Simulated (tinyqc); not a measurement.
Time-domain thermoreflectance: layered heat flow under a modulated pulse train, and what the signal ratio measures: one step, computed by the program tinyqc.

Pulses repeat at 80 MHz; heat is laid down at the surface, all layers are isotropic.

Question. Length and time scales. Penetration depth sqrt(kappa/(pi f C)); effusivity sqrt(kappa C); cooling time of the metal d C_m/G; Kapitza length kappa/G.

Inputs (values chosen for the exercise, modelled on aluminium on GaN):

| quantity | value | unit |
|---|---|---|
| metal thickness d | 110 | nm |
| metal heat capacity | 2.42 | MJ/(m^3 K) |
| boundary conductance G under the metal | 220 | MW/(m^2 K) |
| substrate conductivity kappa | 173 | W/(m K) |
| substrate heat capacity C | 2.57 | MJ/(m^3 K) |
| modulation frequency f | 9.8 | MHz |
| spot radius w (1/e^2, pump and probe) | 13 | micrometre |

Stack: metal, substrate.

Give: penetration depth; effusivity; cooling time of the metal; Kapitza length; depth over spot radius.

Answer.

penetration depth = 1.4787 micrometre

effusivity = 21086 W s^(1/2)/(m^2 K)

cooling time of the metal = 1210 ps

Kapitza length = 786.36 nm

depth over spot radius = 0.11374
